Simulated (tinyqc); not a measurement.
# FinFET, parasitic resistance, capacitance and delay: several studies

Nf fins under one contact; each has gated perimeter p = 2 Hf + Wf and cross-section A = Hf Wf; contact width Wc = Nf pf, stack height Hs = Hf. Contact length Lc = CPP - Lg - 2 Lsp, shared by two neighbouring gates. Source and drain sides are equal. The formulas are first-order estimates, not field solutions.

Parameters, values chosen for the exercise; values close to those of silicon logic devices: temperature T = 300 K; number of fins Nf = 1; fin height Hf = 55 nm; fin width Wf = 6 nm; fin pitch pf = 24 nm; contacted gate pitch CPP = 54 nm; gate length Lg = 18 nm; spacer length Lsp = 4 nm; relative permittivity of the spacer ks = 5.5; gate height above the channel stack Hc = 30 nm; contact resistivity rc = 6.4e-10 ohm cm^2; resistivity of the source-drain epitaxy re = 0.00028 ohm cm; current-carrying depth of the epitaxy te = 15 nm; resistivity of the extension rx = 0.00078 ohm cm; gate overlap Lov = 0.5 nm; inversion capacitance Cinv = 2.8 uF/cm^2; injection velocity vx = 9.5e6 cm/s; apparent mobility mu = 140 cm^2/(V s); threshold at zero drain voltage VT = 0.28 V; barrier lowering dl = 0.058 V/V; subthreshold factor n = 1.13; wire load Cw = 0.3 fF; supply voltage Vdd = 0.6 V.

Constants: q = 1.602176634e-19 C, kB = 1.380649e-23 J/K, eps0 = 8.8541878128e-12 F/m, Vt = kB T/q. Results are converted to the units shown.

Each table varies one quantity; the others keep the values above.

## Effect of the spacer length

Epitaxy sheet resistance Rsh = re/te, transfer length LT = sqrt(rc/Rsh), contact Rc = [sqrt(rc Rsh)/Wc] coth(Lc/(2 LT)); extension of one fin Rx = rx Lsp/A. With N fins: gate Cg = Cinv p N Lg; per side, plate Cp = ks eps0 [Wc (Hs + Hc) - N A]/Lsp, top fringe Cf = (2/pi) ks eps0 Wc ln(1 + Lg/(2 Lsp)), overlap Co = Cinv p N Lov. One fin: I = p Q vx u/(1 + |u|^1.8)^(1/1.8), Q = Cinv n Vt ln(1 + exp((Vg' - VT + dl Vd')/(n Vt))), u = Vd' mu/(vx Lg), Vg' = Vgs - v, Vd' = Vds - 2 v, with the drop on each side v = Rc (sum of I) + Rx I. Ieff = [I(Vgs = Vdd, Vds = Vdd/2) + I(Vdd/2, Vdd)]/2, total currents. With Cs = Cp + Cf + Co, the load of an inverter of two such devices driving an equal one is CL = 2 (Cg + 2 Cs) + 4 Cs + Cw (own drains counted twice for the Miller effect); delay CL Vdd/(2 Ieff).

Effect of the spacer length:

| Lsp (nm) | Rc (ohm) | Rx/N (ohm) | Ieff (uA) | CL (aF) | delay (ps) |
|---|---|---|---|---|---|
| 2 | 206.2 | 47.27 | 50.70 | 773.2 | 4.575 |
| 3 | 215.1 | 70.91 | 50.09 | 660.2 | 3.955 |
| 4 | 225.5 | 94.55 | 49.46 | 603.5 | 3.661 |
| 5 | 237.8 | 118.2 | 48.81 | 569.3 | 3.499 |
| 6 | 252.5 | 141.8 | 48.13 | 546.4 | 3.406 |
| 8 | 292.1 | 189.1 | 46.64 | 517.7 | 3.330 |
| 10 | 353.8 | 236.4 | 44.87 | 500.4 | 3.345 |
| 12 | 459.9 | 283.6 | 42.55 | 488.8 | 3.446 |

As Lsp goes from 2 to 12 nm, Ieff falls from 50.7 to 42.6 uA, CL falls from 773 to 489 aF and the delay goes from 4.58 through a minimum of 3.33 (at Lsp = 8 nm among the rows listed) to 3.45 ps. A thin spacer costs capacitance, a thick one resistance and contact length, hence the minimum. For Lsp = 2 to 3 nm the spacer is under 3.5 nm, where leakage and breakdown between gate and contact would forbid it.

## Effect of the relative permittivity of the spacer

Same model as above.

The same in every row: Rc (ohm) = 225.5; Rx/N (ohm) = 94.55; Ieff (uA) = 49.46.

Effect of the relative permittivity of the spacer:

| ks | CL (aF) | delay (ps) |
|---|---|---|
| 1 | 461.5 | 2.799 |
| 2 | 493.0 | 2.991 |
| 3 | 524.6 | 3.182 |
| 4 | 556.1 | 3.374 |
| 5.5 | 603.5 | 3.661 |
| 7 | 650.8 | 3.948 |

As ks goes from 1 to 7, Ieff stays at 49.5 uA, CL rises from 461 to 651 aF and the delay rises from 2.80 to 3.95 ps.

## Effect of the contacted gate pitch

Same model as above.

The same in every row: Rx/N (ohm) = 94.55; CL (aF) = 603.5.

Effect of the contacted gate pitch:

| CPP (nm) | Rc (ohm) | Ieff (uA) | delay (ps) |
|---|---|---|---|
| 36 | 546.2 | 44.08 | 4.107 |
| 42 | 353.8 | 47.19 | 3.836 |
| 48 | 270.3 | 48.65 | 3.722 |
| 54 | 225.5 | 49.46 | 3.661 |
| 60 | 198.6 | 49.95 | 3.624 |
| 66 | 181.6 | 50.27 | 3.601 |
| 72 | 170.2 | 50.48 | 3.586 |
| 78 | 162.5 | 50.63 | 3.576 |

Read the table: what changes, and by how much?

As CPP goes from 36 to 78 nm, Ieff rises from 44.1 to 50.6 uA, CL stays at 603 aF and the delay falls from 4.11 to 3.58 ps. Only the contact length changes, so the capacitance stays and the pitch acts through Rc.

Numbers from tinyqc (`OMP_NUM_THREADS=1 python tinyqc.py 2170073 2170074 out.jsonl`; about 0.04 s on one thread of a shared Intel Xeon 2.30GHz).
